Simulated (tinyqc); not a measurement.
FCI on RHF in the 6-311g basis, for H2, spin multiplicity 1, step by step. One step of it, computed by the program tinyqc.

Task: Iteration 6 (converged): orbitals. Diagonalise F' = X^T F X, C = X C', fill 1 alpha and 1 beta electrons from the bottom; D = 2 C_occ C_occ^T. Each column has its largest component positive (the first on a tie).

converged F (hartree), lower triangle:
```
           1H 1s      1H 2s      1H 3s      2H 1s      2H 2s      2H 3s
1H 1s   0.632960
1H 2s  -0.402964  -0.333974
1H 3s  -0.446266  -0.375329  -0.259879
2H 1s  -0.452159  -0.466014  -0.412873   0.632960
2H 2s  -0.466014  -0.462767  -0.395934  -0.402964  -0.333974
2H 3s  -0.412873  -0.395934  -0.280806  -0.446266  -0.375329  -0.259879
```

X, lower triangle:
```
           1H 1s      1H 2s      1H 3s      2H 1s      2H 2s     2H 3s
1H 1s   1.375609
1H 2s  -0.754157   2.300504
1H 3s   0.216158  -1.106311   2.582590
2H 1s   0.024282  -0.010516  -0.037044   1.375609
2H 2s  -0.010516  -0.519706   0.336857  -0.754157   2.300504
2H 3s  -0.037044   0.336857  -1.408258   0.216158  -1.106311  2.582590
```

Give: F' = X^T F X; orbital energies; coefficients C; D after iteration 6.

Result:

F' = X^T F X (hartree), lower triangle:
```
         1        2        3        4        5       6
1   1.7043
2  -1.1750   0.9462
3   0.0109  -0.3814   0.1903
4  -0.1924  -0.1902  -0.1341   1.7043
5  -0.1902  -0.2180  -0.0312  -1.1750   0.9462
6  -0.1341  -0.0312  -0.1299   0.0109  -0.3814  0.1903
```

orbital energies (hartree): MO1 -0.5642, MO2 0.1508, MO3 0.3151, MO4 0.6047, MO5 2.5496, MO6 2.6257

coefficients C:
```
          MO1      MO2      MO3      MO4      MO5      MO6
1H 1s  0.1768   0.0906  -0.0467  -0.0945  -1.1202  -1.0975
1H 2s  0.3030   0.0156  -0.7600  -1.5359   1.2266   1.7133
1H 3s  0.1431   1.9133   0.8654   2.0291  -0.4819  -1.1219
2H 1s  0.1768  -0.0906  -0.0467   0.0945  -1.1202   1.0975
2H 2s  0.3030  -0.0156  -0.7600   1.5359   1.2266  -1.7133
2H 3s  0.1431  -1.9133   0.8654  -2.0291  -0.4819   1.1219
```

D after iteration 6, lower triangle:
```
        1H 1s   1H 2s   1H 3s   2H 1s   2H 2s   2H 3s
1H 1s  0.0625
1H 2s  0.1072  0.1837
1H 3s  0.0506  0.0867  0.0410
2H 1s  0.0625  0.1072  0.0506  0.0625
2H 2s  0.1072  0.1837  0.0867  0.1072  0.1837
2H 3s  0.0506  0.0867  0.0410  0.0506  0.0867  0.0410
```
